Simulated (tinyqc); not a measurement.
Drifting, spreading and decaying minority pulse (Haynes-Shockley), backward Euler time steps: two steps of the calculation.

Low injection in a uniform field: dn/dt = D d2n/dx2 - v dn/dx - n/tau with D = mu Vt and v = mu F towards +x. Exact solution on an infinite bar for a Gaussian start at x0: n = N0 exp(-t/tau) exp(-(x - x0 - v t)^2/(2 s^2))/sqrt(2 pi s^2), s^2 = s0^2 + 2 D t.

Parameters, values chosen for the exercise; mobility close to that of germanium at room temperature: temperature T = 250 K; minority-carrier mobility mu = 1930 cm^2/(V s); sweep field along the drift F = 2.2 V/cm; mesh step hx = 55 um; lifetime tau = 1.7e-5 s; time step dt = 7.5e-7 s.

Constants: q = 1.602176634e-19 C, kB = 1.380649e-23 J/K, Vt = kB T/q. Results are converted to the units shown.

Question 1. Coefficients of the scheme. Exponentially fitted fluxes: d = F hx/Vt, B(d) = d/(exp(d) - 1), k = D dt/hx^2; (L n)_i = a n_(i-1) + b n_i + c n_(i+1) with a = k B(-d), c = k B(d), b = -a - c - dt/tau. Explicit steps keep n positive for dt up to 1/[(D/hx^2)(B(d) + B(-d)) + 1/tau].

Wanted: D; v; d; a; b; c; positivity limit of dt.

Answer 1.

D = 41.579 cm^2/s
v = 4246.0 cm/s
d = 0.56166
a = 1.3473
b = -2.1598
c = 0.76833
positivity limit of dt = 3.4726e-7 s

Question 2. Densities after a time step. (L n)_i = a n_(i-1) + b n_i + c n_(i+1), n = 0 beyond the ends. Backward Euler step: solve n(new) - L n(new) = n.

a = 1.3473338
b = -2.1597853
c = 0.76833381
n at t = 0, node 1 to 11 (in units of 1e12 cm^-3): 0.0734290  0.4397733  1.2871990  1.8412721  1.2871990  0.4397733  0.0734290  0.0059919  0.0002390  0.0000047  0.0000000

Wanted: n at t = 1 dt.

Answer 2.

n at t = 1 dt, node 1 to 11 (in units of 1e12 cm^-3): 0.122  0.404  0.877  1.224  1.098  0.696  0.363  0.178  0.086  0.041  0.017

Computed by the program tinyqc: `OMP_NUM_THREADS=1 python tinyqc.py 2310124 2310125 out.jsonl`, one thread of a shared Intel Xeon 2.30GHz, about 0.01 s for the whole run.
